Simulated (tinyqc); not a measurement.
CIS on RHF in the sto-3g basis, for H3+, spin multiplicity 1, step by step. One step of it, computed by the program tinyqc.

Question. CIS triplet states. Diagonalise A (1 hartree = 27.211386 eV); each vector has its largest component positive (the first on a tie).

CIS matrix A, triplet (hartree), order 1>2, 1>3:
$$\begin{pmatrix}
0.575038 & 0.000000 \\
0.000000 & 0.575766
\end{pmatrix}$$

Give: triplet excitation energies; lowest vectors.

Answer.

triplet excitation energies (eV): [15.648, 15.667]

lowest vectors, order 1>2, 1>3:
$$\begin{pmatrix}
1.000 & 0.000 \\
0.000 & 1.000
\end{pmatrix}$$
